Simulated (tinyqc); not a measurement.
# Gap and radiative efficiency from Jsc and Voc

Inverse problem. Photon flux above E from a black body at temperature T into a hemisphere: Phi(E, T) = A sum_k exp(-k E/th)[E^2 th/k + 2 E th^2/k^2 + 2 th^3/k^3], k = 1, 2, ..., with th = kB T/q in eV and A = 2 pi q^3/(h^3 c^2). A cell with a sharp absorption edge has Jsc = q fs X Phi(Eg, Ts) and Voc = Vt ln(1 + Jsc/J0), J0 = q ge Phi(Eg, T)/ERE. Find Eg and ERE.

Parameters, values chosen for the exercise:
- T = 300 K (cell temperature)
- Ts = 4500 K (temperature of the black-body sun)
- fs = 2.16e-5 (share of the hemisphere filled by the sun)
- X = 10 (concentration)
- ge = 2 (number of faces that emit)

Constants: q = 1.602176634e-19 C, kB = 1.380649e-23 J/K, h = 6.62607015e-34 J s, c = 299792458 m/s, Vt = kB T/q. Results are converted to the units shown.

Jsc = 38.1432772 mA/cm^2
Voc = 1.55528876 V

Solution. Phi falls steadily with E, so Jsc fixes Eg; Voc gives J0, and its ratio to the radiative dark current is 1/ERE.

Eg = 2.090 eV
ERE = 1.000e-4

Numbers from tinyqc (`OMP_NUM_THREADS=1 python tinyqc.py 2820032 2820033 out.jsonl`; about 0.01 s on one thread of a shared Intel Xeon 2.30GHz).
